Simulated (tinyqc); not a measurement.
Stretching all distances: RHF, UHF, MP2, CISD and CCSD against full CI in the sto-6g basis, for H6, spin multiplicity 1. Computed by the program tinyqc with PySCF. 

Geometry (angstrom):
```
atom       x       y       z
H     0.0000  0.0000  0.0000
H     0.0000  0.0000  0.7470
H     0.0000  0.0000  1.7010
H     0.0000  0.0000  2.4480
H     0.0000  0.0000  3.4030
H     0.0000  0.0000  4.1500
```

All coordinates are multiplied by the scale. c0^2 is the weight of the RHF determinant in the lowest singlet FCI state (UHF is spin-contaminated and may lie near states of higher spin) and n(LUMO) the first natural occupation beyond the occupied space.

Full CI energy (hartree) and errors against it (kcal/mol):
```
scale  distance 1-2 (angstrom)    E(FCI)      RHF     UHF      MP2    CISD   CCSD  <S^2> UHF   c0^2  n(LUMO)
0.950                    0.710  -3.28060   35.697  35.697   10.812   0.635  0.075      0.000  0.968    0.038
1.180                    0.881  -3.33545   50.234  50.234   17.847   1.712  0.137      0.000  0.942    0.064
1.420                    1.061  -3.26389   71.781  71.781   28.914   4.433  0.264      0.000  0.895    0.105
1.650                    1.233  -3.16213  100.185  86.192   44.050   9.995  0.443      0.913  0.824    0.164
1.880                    1.404  -3.06391  137.048  78.425   63.891  20.142  0.608      1.705  0.728    0.245
2.110                    1.576  -2.98364  181.761  60.144   87.372  35.984  0.620      2.244  0.614    0.343
2.340                    1.748  -2.92493  231.993  41.166  111.878  57.199  0.320      2.574  0.499    0.451
```

UHF parts from RHF first at scale 1.65 of those listed, where <S^2> leaves zero. The weight c0^2 goes from 0.97 to 0.50 and n(LUMO) from 0.04 to 0.45: static correlation grows as the bonds break into open-shell fragments. The spread of the error along the curve, which distorts its shape, is CCSD 0.5, UHF 50.5, CISD 56.6, MP2 101.1, RHF 196.3 kcal/mol. The table stops here: at scale 2.58 and beyond, the reference weight falls under 0.45 or RHF, UHF or CCSD hop between solutions, so those rows were left out and the spreads given cover only the rows shown. As computed, partly on other solutions, the errors there reach in size RHF 337, UHF 26, MP2 151, CISD 109, CCSD 19 kcal/mol.
